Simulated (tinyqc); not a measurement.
Round or elliptic silicon nanowire with anisotropic valleys (Ritz method): one step. Lowest level in this basis. Three cases, with inputs chosen for the exercise.

Question. Solve H p = E S p for the wire level; give E, the ratios p2/p1 and p3/p1, and H11/S11.

Give: E; ratios; one function.

Case 1.

S, rows 1, u^2, v^2 and columns alike:
$$\begin{pmatrix}
1.04719755 & 0.13089969 & 0.13089969 \\
0.13089969 & 0.03926991 & 0.01308997 \\
0.13089969 & 0.01308997 & 0.03926991
\end{pmatrix}$$

H (meV), rows 1, u^2, v^2 and columns alike:
$$\begin{pmatrix}
172.765743 & 28.794291 & 28.794291 \\
28.794291 & 12.922337 & 3.599286 \\
28.794291 & 3.599286 & 37.467671
\end{pmatrix}$$

Answer.

E = 153.0 meV

ratios: [-1.22, -0.22]

one function = 165.0 meV

The two added functions lower the level by 12.0 meV (7.3 %), mostly by narrowing the state along u, the direction in which the stretched ellipse is long.

Case 2.

S, rows 1, u^2, v^2 and columns alike:
$$\begin{pmatrix}
1.04719755 & 0.13089969 & 0.13089969 \\
0.13089969 & 0.03926991 & 0.01308997 \\
0.13089969 & 0.01308997 & 0.03926991
\end{pmatrix}$$

H (meV), rows 1, u^2, v^2 and columns alike:
$$\begin{pmatrix}
73.062983 & 12.177164 & 12.177164 \\
12.177164 & 9.154035 & 1.522145 \\
12.177164 & 1.522145 & 12.156001
\end{pmatrix}$$

Answer.

E = 67.1 meV

ratios: [-0.49, -0.32]

one function = 69.8 meV

The two added functions lower the level by 2.6 meV (3.8 %), mostly by narrowing the state along u, the direction in which the stretched ellipse is long.

Case 3.

S, rows 1, u^2, v^2 and columns alike:
$$\begin{pmatrix}
1.04719755 & 0.13089969 & 0.13089969 \\
0.13089969 & 0.03926991 & 0.01308997 \\
0.13089969 & 0.01308997 & 0.03926991
\end{pmatrix}$$

H (meV), rows 1, u^2, v^2 and columns alike:
$$\begin{pmatrix}
162.019896 & 27.003316 & 27.003316 \\
27.003316 & 11.288861 & 3.375415 \\
27.003316 & 3.375415 & 35.966943
\end{pmatrix}$$

Answer.

E = 141.5 meV

ratios: [-1.42, -0.21]

one function = 154.7 meV

The two added functions lower the level by 13.2 meV (8.5 %), mostly by narrowing the state along u, the direction in which the stretched ellipse is long.

Computed by tinyqc, one run a case: `OMP_NUM_THREADS=1 python tinyqc.py N N+1 out.jsonl` with N = 1252116, 1252132, 1252145; one thread of a shared Intel(R) Xeon(R) Processor @ 2.30GHz, about 0.09 s a run at most.
